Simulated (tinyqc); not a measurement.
Choice of the trial bonds: Wannier functions of a composite (isolated) pair of valence bands (bonds of an sp chain).

Each atom has a hybrid pointing left (<) and right (>). H(k): diagonal +V3 on A, -V3 on B; <A<|A>> = -V1a, <B<|B>> = -V1b, <A>|B<> = -V2, <B>|A<> = -V2p exp(ik); k in 1/a, Bloch sums with exp(ikR). The two lowest bands are filled. Trial functions in cell 0: g1 = cos(c) A> + sin(c) B<, and g2 = sin(c) B> + cos(c) A< of cell 1, whose Bloch vector has cos(c) exp(-ik) on A<. Projection A_mn = <psi_m|g_n>, S = A^+ A, Loewdin U = A S^(-1/2), Bloch-like states w_n = sum_m psi_m U_mn, H_W(k) = U^+ diag(E) U. P = sum_m |psi_m><psi_m| is free of phase choices, and S = g^+ P g, w = P g S^(-1/2).

Inputs chosen for the exercise:
```
symbol  value  unit  meaning
V2      3.51   eV    coupling in the bond A-B inside the cell
V2p     2.9    eV    coupling in the bond to the next cell
V1a     0.89   eV    coupling of the two hybrids on A
V1b     1.55   eV    the same on B
V3      0      eV    A at +V3, B at -V3
xb      0.53   a     position of B (A at 0)
```

N = 12; centres and spreads in real space with point-like hybrids at R and R + xb; smallest eigenvalue of S over the mesh.

Trial angle:
```
c (deg),smallest S,centre 1 (a),centre 2 (a),sum of centres,total spread (a^2),"H_12(R = 0), mean over k (eV)"
15,0.580,0.2696,0.7604,1.0300,0.1368,-0.7752
30,0.816,0.2696,0.7604,1.0300,0.1365,-0.7710
45,0.963,0.2696,0.7604,1.0300,0.1363,-0.7673
55,0.878,0.2696,0.7604,1.0300,0.1364,-0.7648
65,0.744,0.2696,0.7604,1.0300,0.1365,-0.7620
85,0.406,0.2696,0.7604,1.0300,0.1371,-0.7547
```

Give the missing row, c (deg) = 75.

Computed row:
```
c (deg)  smallest S  centre 1 (a)  centre 2 (a)  sum of centres  total spread (a^2)  H_12(R = 0), mean over k (eV)
75            0.580        0.2696        0.7604          1.0300              0.1367                        -0.7588
```

The sum of the centres stays at 1.0300 a within 0.0000: it gives the electronic polarisation, modulo a, and is fixed by the filled space. Single centres move by less than 0.0001 a here and H_12(0), a matter of gauge, moves by 20 meV. The total spread runs only from 0.1363 to 0.1371 a^2, so the orthogonalisation repairs even poor trials; the projection is best at c = 45 degrees among these rows, and the two bonds, isolated, have c = 45 and 45.

tinyqc: `OMP_NUM_THREADS=1 python tinyqc.py 1482402 1482403 out.jsonl`; about 0.2 s, one thread, shared Intel(R) Xeon(R) Processor @ 2.30GHz.
